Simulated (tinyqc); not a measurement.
# AlGaN/GaN HEMT with access regions, lumped model: effects of single changes

A polarisation-induced electron sheet under a Schottky gate, in series with two ungated access regions and contacts. Drift law v = mu E/(1 + mu E/vs) under the gate. Currents in mA/mm, resistances in ohm mm. No self-heating, no channel-length modulation; fits for polarisation, barrier and offset are chosen for the exercise.

Values chosen for this exercise; values close to those of AlGaN/GaN structures:

| symbol | value | unit | meaning |
|---|---|---|---|
| x | 0.17 |  | aluminium share of the barrier |
| d | 20 | nm | barrier thickness |
| eps_r | 9.1 |  | relative permittivity of barrier and channel |
| mu | 1500 | cm^2/(V s) | channel mobility |
| vs | 1.1e7 | cm/s | saturation velocity |
| Lg | 1 | um | gate length |
| Ls | 2 | um | source access length |
| Ld | 16 | um | drain access length |
| Rc | 0.44 | ohm mm | resistance of each contact |
| ft | 0.22 |  | share of the drain-access electrons removed by traps |
| Vg | 0.5 | V | gate voltage |
| Ec | 2.7 | MV/cm | critical field |
| te | 0.24 | um | depth over which the depleted charge spreads |
| ei | 3.9 |  | relative permittivity of that insulator |

Constants: q = 1.602176634e-19 C, eps0 = 8.8541878128e-14 F/cm where lengths are in cm. Results are converted to the units shown.

Each table varies one quantity; the others keep the values above.

## Effect of the gate voltage

sigma = (5e13 x + 1.6e13 x^2) cm^-2, phiB = 0.84 + 1.3 x, dEc = 0.7 (1.71 x + x^2) in volts, Cb = eps0 eps_r/d, VT = phiB - dEc - q sigma/Cb, access density n0 = -Cb VT/q. Access resistance R(L, n) = L/(q mu n sqrt(1 - (I/(q n vs))^2)); Rs = Rc + R(Ls, n0), Rd = Rc + R(Ld, (1 - ft) n0). Vg' = Vg - I Rs, Vd' = Vd - I (Rs + Rd); with u = Vg' - VT, Vc = vs Lg/mu and w the smaller of Vd' and Vc [sqrt(1 + 2 u/Vc) - 1] (0 if negative), the channel gives (mu Cb/Lg)(u w - w^2/2)/(1 + w/Vc). I equals that channel current. Isat is I at Vd = 10 V, gm = dIsat/dVg, Ron the limit of Vd/I at small Vd.

The same in every row: VT (V) = -2.727; n0 (cm^-2) = 6.857e12.

Effect of the gate voltage:
```
Vg (V),Ron (ohm mm),Isat (mA/mm),gm (mS/mm)
-2.3,18.42,29.41,108.5
-1.8,16.33,94.20,145.2
-1.2,15.62,188.0,165.2
-0.7,15.36,273.0,173.9
-0.1,15.17,379.1,178.8
0.4,15.07,468.8,179.4
1,14.99,534.1,29.19
1.5,14.93,543.3,11.99
```

What does the table show?

As Vg goes from -2.3 to 1.5 V, Ron falls from 18.4 to 14.9 ohm mm, Isat rises from 29.4 to 543 mA/mm and gm goes from 109 through a maximum of 179 (at Vg = 0.4 V among the rows listed) to 12.0 mS/mm. The ceiling Cb vs is 443 mS/mm. For Vg = 1 to 1.5 V the power passes 5 W/mm, where self-heating, left out here, lowers the current. For Vg = 1 to 1.5 V the gated channel is not yet saturated at 10 V, because the access regions take the voltage, and gm drops. For Vg = 1 to 1.5 V Vg comes within 0.2 V of phiB or passes it, so at low drain current, as for Ron, the Schottky gate would conduct.

## Output curve without and with trapping

Same model as above.

The two columns take ft = 0 and ft = 0.22; collapse = 1 - (second)/(first).

Output curve without and with trapping:
```
Vd (V),"I, ft = 0 (mA/mm)","I, ft = 0.22 (mA/mm)",collapse (%)
0.25,20.27,16.59,18.16
0.5,40.49,33.15,18.13
1,80.64,66.07,18.07
2,159.4,130.8,17.93
3,235.1,193.3,17.75
4,306.5,252.9,17.49
6,430.6,360.4,16.31
8,486.7,448.2,7.92
12,486.7,486.7,0.00
```

Without trapping the current rises from 20.3 to 487 mA/mm and first comes within 2 % of its last value at Vd = 8 V among the rows; with trapping that knee lies at 12 V. The collapse is 18 % in the first row, at most 18 % and 0 % in the last: once the gated channel saturates, the drain access only takes spare voltage. At Vd = 12 V the power passes 5 W/mm, where self-heating, left out here, lowers the current.

## Field plate: effect of the insulator under the field plate

Off state: a depleted stretch that holds the voltage V has the peak field sqrt(k V), k = 2 q n0/(eps0 eps_r te), so one edge holds V1 = Ec^2/k. The sheet under the plate pinches off at Vf = q n0 (1/Cb + tf/(eps0 ei)); beyond it the gate edge is screened. BV = V1 if Vf >= V1, else Vf + V1, and at most Ec Ld.

The same in every row: V1 (V) = 64.158; Ec Ld (V) = 4320.0.

Field plate: effect of the insulator under the field plate:
```
tf (nm),Vf (V),BV (V)
19,8.7719,72.930
29,11.953,76.111
43,16.408,80.565
63,22.771,86.929
94,32.633,96.791
140,47.268,111.43
210,69.539,64.158
310,101.35,64.158
```

BV goes from 72.9 through a maximum of 111 (at tf = 140 nm among the rows listed) to 64.2 V. The plate helps (Vf < V1) in 6 of the 8 rows, and the access length caps BV in 0. The best thickness makes Vf just under V1, tf = 193 nm, where both edges reach Ec together and BV nears 2 V1.

tinyqc, about 0.02 s, one thread, Intel Xeon 2.30GHz (shared host): `OMP_NUM_THREADS=1 python tinyqc.py 2570119 2570120 out.jsonl`
